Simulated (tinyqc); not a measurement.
Polytypes and stacking faults of a tetrahedral semiconductor in an axial Ising model with couplings up to third neighbours: one step, computed by the program tinyqc.

Each double layer has s = +1 or -1 for the sense of its stacking step; E per pair of atoms = E0 - sum_n J_n <s_i s_(i+n)>, n = 1, 2, 3. Hexagonality h = (1 - <s_i s_(i+1)>)/2.

Problem. Electronic energy gained by the fault. The fault binds electrons in a two-dimensional band E_b below the conduction edge, g2 = m m0/(pi hbar^2) for one valley. With the Fermi level held by the bulk, eta = ln[n/N_c(T)], N_c(T) = N_c (T/300)^1.5, the grand potential falls by g2 (k_B T)^2 F1(x), x = eta + E_b/(k_B T), F1(x) = integral from 0 to infinity of ln(1 + exp(x - t)) dt; sheet density g2 k_B T ln(1 + e^x). Band bending by the trapped charge is left out, so the gain is an upper bound. Net fault energy = gamma of the intrinsic fault less the electronic gain.

Inputs (values chosen for the exercise, of the order of those of silicon for J, a, G and the gaps):
```
quantity,value,unit
binding energy of the fault level E_b,0.089,eV
in-plane mass m,0.47,m0
effective density of states N_c at 300 K,1.7e+19,1/cm^3
electron density n,3.6e+16,1/cm^3
temperature T,350,K
```

Host polytype: 3C.

energy of the glide fault, intrinsic = 41.63380 mJ/m^2

Constants: m_0 = 9.1093837015e-31 kg; hbar = 1.054571817e-34 J s; k_B = 1.380649e-23 J/K; k_B = 8.617333262e-05 eV/K.

Give: x; sheet density; electronic gain; net fault energy.

Solution.

x = -3.438

sheet density = 1.873e+11 1/cm^2

electronic gain = 0.009122 mJ/m^2

net fault energy = 41.62 mJ/m^2

The gain offsets 0.022 % of the fault energy.
